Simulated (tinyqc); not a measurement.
Collinear exchange A + BC -> AB + C on a London-Eyring-Polanyi-Sato surface: saddle, string of images and rate: one step, computed by the program tinyqc. Command: `OMP_NUM_THREADS=1 python tinyqc.py 3113561 3113562 out.jsonl leps walk`. One thread of a shared host (Intel(R) Xeon(R) Processor @ 2.30GHz), about 0.04 s of CPU time with the checks.

x = r(AB), y = r(BC), r(AC) = x + y. V is counted from separated atoms, the barrier from A + BC, that is V + D(BC).

Question. Transition-state rate. One-dimensional rate constant without tunnelling, k = sqrt(k_B T/(2 pi mu)) [sinh(h nu_BC/(2 k_B T))/sinh(h nu_s/(2 k_B T))] exp(-barrier/(k_B T)) with mu = m_A (m_B + m_C)/(m_A + m_B + m_C); Wigner factor 1 + (h nu_i/(k_B T))^2/24; adiabatic barrier = barrier + h (nu_s - nu_BC)/2.

Inputs (values chosen for the exercise, bond data loosely for abstraction of hydrogen from a Ge-H bond by a hydrogen atom; the barrier is not fitted):
```
quantity       value  unit
mass of A      1.008     u
mass of B      1.008     u
mass of C       72.6     u
temperature T    900     K
```

barrier = 0.5247343 eV

real frequency at the saddle = 28.70417 THz

nu_BC = 61.25634 THz

imaginary frequency = 64.14283 THz

Constants: h x 1 THz = 4.135667696 meV; k_B = 1.380649e-23 J/K; u = 1.6605390666e-27 kg; k_B = 8.617333262e-05 eV/K.

Give: adiabatic barrier; rate constant k; Wigner factor.

Answer.

adiabatic barrier = 0.4574 eV

rate constant k = 368.8 cm/s

Wigner factor = 1.487
